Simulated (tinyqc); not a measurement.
Bloch-Grueneisen resistivity of a metal: one step, computed by the program tinyqc. Command: `OMP_NUM_THREADS=1 python tinyqc.py 3010374 3010375 out.jsonl bg walk`. One thread of a shared host (Intel(R) Xeon(R) Processor @ 2.30GHz), about 0.01 s of CPU time with the checks.

Electrons scatter from a Debye spectrum of phonons (n = 5 for scattering within one band, n = 3 for scattering into a second, heavy band) and from static defects.

Problem. Scale of the phonon resistivity. rho_ph = (n - 1) rho_1 (T/Theta)^n J_n(Theta/T), with rho_1 = 2 pi lambda_tr k_B Theta/(hbar eps_0 w_p^2), the high-temperature line at T = Theta.

Inputs (values chosen for the exercise, modelled on molybdenum): Debye temperature Theta = 370 K; transport coupling lambda_tr = 0.34; Drude plasma energy hbar w_p = 8.1 eV.

Addition: none.

Constants: k_B = 1.380649e-23 J/K; hbar = 1.054571817e-34 J s; eps_0 = 8.8541878128e-12 F/m; hbar = 6.582119569e-16 eV s.

Give: rho_1.

Solution.

rho_1 = 7.718 microohm cm
